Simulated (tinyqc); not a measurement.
Ion implantation: universal nuclear stopping, Lindhard-Scharff electronic stopping and a Gaussian range profile: one step, computed by the program tinyqc. Command: `OMP_NUM_THREADS=1 python tinyqc.py 3024091 3024092 out.jsonl implant walk`. One thread of a shared host (Intel(R) Xeon(R) Processor @ 2.30GHz), about 0.1 s of CPU time with the checks.

An ion slows by elastic collisions with screened nuclei and by friction with electrons; channelling is ignored and the target is uniform.

Question. Stopping at the entry energy. Reduced energy eps = 32.53 M2 E/(Z1 Z2 (M1 + M2)(Z1^0.23 + Z2^0.23)), E in keV; s_n = ln(1 + 1.1383 eps)/(2 (eps + 0.01321 eps^0.21226 + 0.19593 eps^0.5)) for eps up to 30 and ln(eps)/(2 eps) above; S_n = 8.462 Z1 Z2 M1 s_n/((M1 + M2)(Z1^0.23 + Z2^0.23)) in 1e-15 eV cm^2. S_e = k 3.83 Z1^(7/6) Z2/(Z1^(2/3) + Z2^(2/3))^(3/2) sqrt(E/M1) in 1e-15 eV cm^2, E in keV. dE/dx = N (S_n + S_e); 1e-15 eV cm^2 = 0.1 eV nm^2.

Inputs (values chosen for the exercise, modelled on nitrogen ions in copper):
```
quantity                               value    unit
ion atomic number Z1                       7       -
ion mass M1                               14       u
target atomic number Z2                   29       -
target mass M2                         63.55       u
target density N                        84.9  1/nm^3
ion energy E                              14     keV
scale factor of electronic stopping k    1.2       -
```

Give: reduced energy eps; s_n; S_n; S_e; energy loss dE/dx.

Answer.

reduced energy eps = 0.4924

s_n = 0.3470

S_n = 28.82 x 1e-15 eV cm^2

S_e = 27.22 x 1e-15 eV cm^2

energy loss dE/dx = 475.8 eV/nm

Nuclear stopping carries 51 % of the loss at entry.
